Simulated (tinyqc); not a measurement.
Drifting, spreading and decaying minority pulse (Haynes-Shockley), Crank-Nicolson time steps: two steps of the calculation.

Low injection in a uniform field: dn/dt = D d2n/dx2 - v dn/dx - n/tau with D = mu Vt and v = mu F towards +x. Exact solution on an infinite bar for a Gaussian start at x0: n = N0 exp(-t/tau) exp(-(x - x0 - v t)^2/(2 s^2))/sqrt(2 pi s^2), s^2 = s0^2 + 2 D t.

Parameters, values chosen for the exercise; mobility close to that of silicon at room temperature: temperature T = 300 K; minority-carrier mobility mu = 475 cm^2/(V s); sweep field along the drift F = 60 V/cm; mesh step hx = 6.4 um; lifetime tau = 7.5e-8 s; time step dt = 1.3e-8 s.

Constants: q = 1.602176634e-19 C, kB = 1.380649e-23 J/K, Vt = kB T/q. Results are converted to the units shown.

Problem 1. Coefficients of the scheme. Exponentially fitted fluxes: d = F hx/Vt, B(d) = d/(exp(d) - 1), k = D dt/hx^2; (L n)_i = a n_(i-1) + b n_i + c n_(i+1) with a = k B(-d), c = k B(d), b = -a - c - dt/tau. Explicit steps keep n positive for dt up to 1/[(D/hx^2)(B(d) + B(-d)) + 1/tau].

Wanted: D; v; d; a; b; c; positivity limit of dt.

Solution 1.

D = 12.28 cm^2/s
v = 2.850e4 cm/s
d = 1.485
a = 0.7483
b = -1.091
c = 0.1694
positivity limit of dt = 1.191e-8 s

Problem 2. Densities after a time step. (L n)_i = a n_(i-1) + b n_i + c n_(i+1), n = 0 beyond the ends. Crank-Nicolson step: solve n(new) - L n(new)/2 = n + L n/2.

a = 0.74834375
b = -1.0911146
c = 0.16943750
n at t = 0, node 1 to 9 (in units of 1e14 cm^-3): 0.0372298  0.2415524  0.7417954  1.0782224  0.7417954  0.2415524  0.0372298  0.0027159  0.0000938

Give: n at t = 1 dt.

Solution 2.

n at t = 1 dt, node 1 to 9 (in units of 1e13 cm^-3): 0.3246  1.5099  4.0916  6.7354  6.7883  4.2663  1.7577  0.5311  0.1354

Program tinyqc, `OMP_NUM_THREADS=1 python tinyqc.py 2310133 2310134 out.jsonl`; Intel Xeon 2.30GHz, shared host, one thread, about 0.01 s.
